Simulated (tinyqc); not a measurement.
Potential-pH (Pourbaix) lines of a metal, its cation, its oxide and an oxyanion, with a complexing ligand: one step, computed by the program tinyqc.

Potentials are against the standard hydrogen electrode; solids and water have unit activity; dG_f of M, H+ and the electron is zero; F = e N_A and s = R T ln(10)/F. The cation carries z = 2.

Question. Standard potentials. M2+ + 2e = M; MO + 2H+ + 2e = M + H2O; MO2(2-) + 4H+ + 2e = M + 2H2O. For each, E0 = -dG/(z F), and E = E0 + (s/z) log10 a - (s n_H/z) pH, with no activity term for the oxide.

Inputs (values chosen for the exercise, modelled on nickel):
```
quantity,value,unit
dG_f of the cation,-45.45,kJ/mol
dG_f of the oxide,-211.72,kJ/mol
dG_f of the oxyanion,-289.36,kJ/mol
dG_f of water,-237.14,kJ/mol
temperature T,298.15,K
```

Species: M, M2+, MO, MO2(2-).

Constants: R = 8.314462618 J/(mol K); e = 1.602176634e-19 C; N_A = 6.02214076e+23 1/mol.

Give: s; E0.

Answer.

s = 0.059159 V

E0 (V): cation -0.23553, oxide 0.13173, oxyanion 0.95828

The metal is less noble than hydrogen.
